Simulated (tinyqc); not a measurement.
Cyclotron resonance of ellipsoidal valleys, Si type: one step. The same from the mass tensor. Two cases, with inputs chosen for the exercise.

Question. For the valley along [001]: M = mt 1 + (ml - mt) a a^T, and mc^2 = det M/(b M b).

Valleys along [100], [010], [001] (each with its opposite partner), mass ml along the axis and mt across it. B lies in the (1-10) plane, b = (sin(theta)/sqrt2, sin(theta)/sqrt2, cos(theta)). For the angle phi between B and the axis, 1/mc^2 = cos^2(phi)/mt^2 + sin^2(phi)/(mt ml). Resonance: h nu = 2 muB B/mc, h = 2 pi hbar.

Give: M; det M; b M b; mc.

Case 1.

Values chosen (out of a larger set: near those of Si; not measured data): ml = 0.892 m0 (longitudinal mass); mt = 0.193 m0 (transverse mass).

b: 0.454519  0.454519  0.766044

Answer.

M (m0):
```
        x       y       z
x  0.1930       0       0
y       0  0.1930       0
z       0       0  0.8920
```

det M = 0.033226
b M b = 0.6032
mc = 0.2347 m0

Case 2.

Values chosen (out of a larger set: near those of Si; not measured data): ml = 0.931 m0 (longitudinal mass); mt = 0.194 m0 (transverse mass).

b: 0.679715  0.679715  0.275637

Answer.

M (m0):
```
        x       y       z
x  0.1940       0       0
y       0  0.1940       0
z       0       0  0.9310
```

det M = 0.035039
b M b = 0.2500
mc = 0.3744 m0

Computed by tinyqc, one run a case: `OMP_NUM_THREADS=1 python tinyqc.py N N+1 out.jsonl` with N = 1280878, 1281157; one thread of a shared Intel(R) Xeon(R) Processor @ 2.30GHz, about 0.01 s a run at most.
